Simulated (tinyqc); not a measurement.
From results back to parameters: band-to-band tunnelling across a p-n junction in a two-band chain. Three cases, with inputs chosen for the exercise.

Problem. In a uniform field T = exp(-B/F), B = (pi/4) sqrt(m/c) Eg^(3/2), c = hbar^2/2m0, 1 V/angstrom = 100 MV/cm. m is the band-edge mass, the same for both bands (twice the reduced mass). The ratio below comes from a hidden m.

Constants: hbar^2/2m0 = 3.80998211 eV angstrom^2.

Case 1.

Values chosen (out of a larger set: gap and mass near those of InSb; not measured data):
- Eg = 0.186 eV (gap)
- F1 = 1.08 MV/cm (first field)
- F2 = 2.02 MV/cm (second field)

ln(T2/T1) = 0.165728

Case 2.

Values chosen (out of a larger set: gap and mass near those of Ge (direct gap); not measured data):
- Eg = 0.82 eV (gap)
- F1 = 1.36 MV/cm (first field)
- F2 = 2.61 MV/cm (second field)

ln(T2/T1) = 2.145984

Case 3.

Values chosen (out of a larger set: gap and mass near those of Ge (direct gap); not measured data):
- Eg = 0.784 eV (gap)
- F1 = 0.94 MV/cm (first field)
- F2 = 2.62 MV/cm (second field)

ln(T2/T1) = 3.825033

Find: B; m.

Solution. B is the logarithm over 1/F1 - 1/F2, and m = c (4B/pi)^2/Eg^3 with B in V/angstrom.

Case 1.

B = 0.385 MV/cm
m = 0.0142 m0

Case 2.

B = 6.094 MV/cm
m = 0.0416 m0

Case 3.

B = 5.607 MV/cm
m = 0.0403 m0

Computed by tinyqc, one run a case: `OMP_NUM_THREADS=1 python tinyqc.py N N+1 out.jsonl` with N = 1481161, 1481179, 1481180; one thread of a shared Intel(R) Xeon(R) Processor @ 2.30GHz, about 0.01 s a run at most.
